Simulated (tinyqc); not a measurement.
Interface traps by the conductance method, a continuum of levels: one step of the calculation.

MOS capacitor on an n-type substrate; psi is the band bending, negative in depletion; only majority carriers are counted. The traps exchange electrons with the conduction band; their admittance lies in parallel with Cd, and that pair in series with Cox and Rs. w = 2 pi f.

Task. Parallel conductance and capacitance. With x = w tau: Gp/w = Cit ln(1 + x^2)/(2 x), Cp = Cd + Cit arctan(x)/x.

Values chosen for this exercise:
```
symbol,value,unit,meaning
f,29000,Hz,signal frequency
```

Cd = 264.80048 nF/cm^2
tau = 7.6094262e-6 s
Cit = 1057.4366 nF/cm^2

Give: x; Gp/w; Cp.

Result.

x = 1.387
Gp/w = 408.9 nF/cm^2
Cp = 986.2 nF/cm^2

The peak of Gp/w lies at x = 1.98 with the height 0.402 Cit; this frequency gives 0.387 Cit.

Range of the model: In a narrow-gap semiconductor minority carriers respond as well once the bending nears the inversion point; they are left out.

Program tinyqc, `OMP_NUM_THREADS=1 python tinyqc.py 2030094 2030095 out.jsonl`; Intel Xeon 2.30GHz, shared host, one thread, about 0.01 s.
